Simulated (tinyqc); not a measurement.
AlGaN/GaN HEMT with access regions, lumped model: one step of the calculation.

A polarisation-induced electron sheet under a Schottky gate, in series with two ungated access regions and contacts. Drift law v = mu E/(1 + mu E/vs) under the gate. Currents in mA/mm, resistances in ohm mm. No self-heating, no channel-length modulation; fits for polarisation, barrier and offset are chosen for the exercise.

Problem. On-resistance and breakdown. sigma = (5e13 x + 1.6e13 x^2) cm^-2, phiB = 0.84 + 1.3 x, dEc = 0.7 (1.71 x + x^2) in volts, Cb = eps0 eps_r/d, VT = phiB - dEc - q sigma/Cb, access density n0 = -Cb VT/q. Ron = 2 Rc + Ls/(q mu n0) + Ld/(q mu (1 - ft) n0) + Lg/(mu Cb (Vg - VT)). Off state: a depleted stretch that holds the voltage V has the peak field sqrt(k V), k = 2 q n0/(eps0 eps_r te), so one edge holds V1 = Ec^2/k. The sheet under the plate pinches off at Vf = q n0 (1/Cb + tf/(eps0 ei)); beyond it the gate edge is screened. BV = V1 if Vf >= V1, else Vf + V1, and at most Ec Ld. Specific resistance Ron (Ls + Lg + Ld); figure of merit BV^2 over it.

Values chosen for this exercise; values close to those of AlGaN/GaN structures:
```
symbol,value,unit,meaning
x,0.2,,aluminium share of the barrier
d,18,nm,barrier thickness
eps_r,9.1,,relative permittivity of barrier and channel
mu,1200,cm^2/(V s),channel mobility
vs,1.2e7,cm/s,saturation velocity
Lg,1,um,gate length
Ls,1,um,source access length
Ld,1.5,um,drain access length
Rc,0.17,ohm mm,resistance of each contact
ft,0,,share of the drain-access electrons removed by traps
Vg,0,V,gate voltage
Ec,3.3,MV/cm,critical field
te,0.21,um,depth over which the depleted charge spreads
tf,50,nm,insulator under the field plate
ei,3.9,,relative permittivity of that insulator
```

Constants: q = 1.602176634e-19 C, eps0 = 8.8541878128e-14 F/cm where lengths are in cm. Results are converted to the units shown.

Give: Ron; Vf; V1; BV; specific resistance; figure of merit.

Solution.

Ron = 2.530 ohm mm
Vf = 22.26 V
V1 = 69.17 V
BV = 91.43 V
specific resistance = 0.08854 mohm cm^2
figure of merit = 94.42 MW/cm^2

The plate raises BV by a factor of 1.32.

Program tinyqc, `OMP_NUM_THREADS=1 python tinyqc.py 2570132 2570133 out.jsonl`; Intel Xeon 2.30GHz, shared host, one thread, about 0.02 s.
